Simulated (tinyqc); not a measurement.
Ionisation potential and affinity of a slab from the planar-averaged potential: one step. The potential line-up. Two cases, with inputs chosen for the exercise.

Question. Read the macroscopic average in the middle of each region, j = 12 and j = 37, and its slope in A by a central difference over two points each way.

Case 1.

Values chosen (out of a larger set: gap near that of Si; not measured data): h = 0.3 angstrom (grid step).

macroscopic average (eV): -5.83038  -7.63848  -9.22030  -10.37421  -11.07140  -11.44965  -11.60546  -11.66620  -11.68543  -11.69171  -11.69490  -11.69710  -11.69903  -11.70083  -11.70250  -11.70390  -11.70431  -11.70163  -11.68600  -11.62886  -11.47665  -11.10200  -10.40812  -9.25695  -7.67700  -5.86962  -4.06152  -2.47970  -1.32579  -0.62860  -0.25035  -0.09454  -0.03380  -0.01457  -0.00829  -0.00510  -0.00290  -0.00097  0.00083  0.00250  0.00390  0.00431  0.00163  -0.01400  -0.07114  -0.22335  -0.59800  -1.29188  -2.44305  -4.02300

Case 2.

Values chosen (out of a larger set: gap near that of Si; not measured data): h = 0.25 angstrom (grid step).

macroscopic average (eV): -3.15729  -4.00627  -4.80254  -5.41177  -5.75890  -5.91949  -6.00909  -6.06215  -6.08311  -6.08851  -6.08953  -6.08979  -6.08992  -6.08992  -6.08979  -6.08953  -6.08851  -6.08311  -6.06215  -6.00909  -5.91949  -5.74547  -5.37149  -4.73689  -3.91715  -3.04500  -2.17285  -1.35311  -0.71851  -0.34453  -0.17051  -0.08091  -0.02785  -0.00689  -0.00149  -0.00048  -0.00021  -0.00012  -0.00024  -0.00069  -0.00160  -0.00500  -0.02248  -0.08546  -0.19820  -0.39549  -0.79495  -1.45841  -2.29505

Give: plateau in A; plateau in vacuum; dV = vacuum - A; slope in A.

Answer.

Case 1.

plateau in A = -11.699 eV
plateau in vacuum = -0.001 eV
dV = vacuum - A = 11.698 eV
slope in A = -0.006 eV/angstrom

The average is tilted: the interfaces carry opposite charges, and the potential changes by -0.04 eV across A and by as much the other way across vacuum. Reading both regions at their mid-points (to within half a grid step), or extrapolating both lines to one interface, removes the tilt from dV.

Case 2.

plateau in A = -6.090 eV
plateau in vacuum = 0.000 eV
dV = vacuum - A = 6.090 eV
slope in A = 0.000 eV/angstrom

The plateaus are flat, so the line-up is well defined.

Computed by tinyqc, one run a case: `OMP_NUM_THREADS=1 python tinyqc.py N N+1 out.jsonl` with N = 1850630, 1850653; one thread of a shared Intel(R) Xeon(R) Processor @ 2.30GHz, about 0.01 s a run at most.
